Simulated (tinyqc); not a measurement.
Read current of a NAND string, cells in series solved by shooting: effect of the read voltage on the selected word line.

Cells in series, numbered from 0 at the source line (0 V) to the bit line, each followed by a gap resistance Rg. A cell with gate Vg, threshold VT, source Vs and drain Vd passes I = 2 nf K Vt^2 [F(Vs) - F(Vd)]/(1 + th max(Vg - VT, 0)), F(V) = ln^2(1 + exp((Vg - VT - nf V)/(2 nf Vt))). The selected cell has Vg = Vr, the others Vg = Vp.

For a trial current I start at 0 V and, cell by cell, solve for the drain: sqrt(F(Vd)) = sqrt(F(Vs) - I/k), k = 2 nf K Vt^2/(1 + th max(Vg - VT, 0)), Vd = [Vg - VT - 2 nf Vt ln(exp(sqrt F) - 1)]/nf, then add I Rg. The string current is the I for which the last node reaches Vbl. The apparent threshold is the Vr at which I = Is. Background: all other cells erased (VT = Ve) or all in the highest state (VT = Vh); ratio and shift are high over erased and high minus erased. The string has 128 cells and the selected one is cell 64.

Values chosen for this exercise; values of the order met in vertical NAND strings:
- T = 300 K (temperature)
- K = 25 uA/V^2 (gain factor of a cell)
- nf = 2.4 (slope factor)
- th = 0.11 1/V (mobility reduction factor)
- Rg = 1.1 kohm (resistance of the gap between cells)
- Vbl = 0.3 V (bit-line voltage)
- Vp = 7.4 V (pass voltage)
- Ve = -1.5 V (threshold of an erased cell)
- Vh = 3.7 V (threshold of the highest state)
- Vx = 0.8 V (threshold of the selected cell)
- Is = 50 nA (sensing current)

Constants: q = 1.602176634e-19 C, kB = 1.380649e-23 J/K, Vt = kB T/q. Results are converted to the units shown.

The same in every row: apparent VT, erased (V) = 0.9010; apparent VT, high (V) = 0.9518; background shift (mV) = 50.89.

Effect of the read voltage on the selected word line:
```
Vr (V),"I, others erased (uA)","I, others high (uA)",ratio
0.5,5.767e-4,5.719e-4,0.9916
0.9,0.04972,0.03880,0.7803
1.3,0.1846,0.1166,0.6319
1.7,0.2143,0.1270,0.5927
2.1,0.2195,0.1288,0.5867
2.5,0.2217,0.1295,0.5843
2.9,0.2228,0.1299,0.5830
3.3,0.2236,0.1302,0.5822
```

As Vr goes from 0.5 to 3.3 V, the current with erased neighbours rises from 5.77e-4 to 0.224 uA, that with high neighbours rises from 5.72e-4 to 0.130 uA and the ratio falls from 0.992 to 0.582. The apparent thresholds do not depend on Vr.

Program tinyqc, `OMP_NUM_THREADS=1 python tinyqc.py 2142166 2142167 out.jsonl`; Intel Xeon 2.30GHz, shared host, one thread, about 0.8 s.
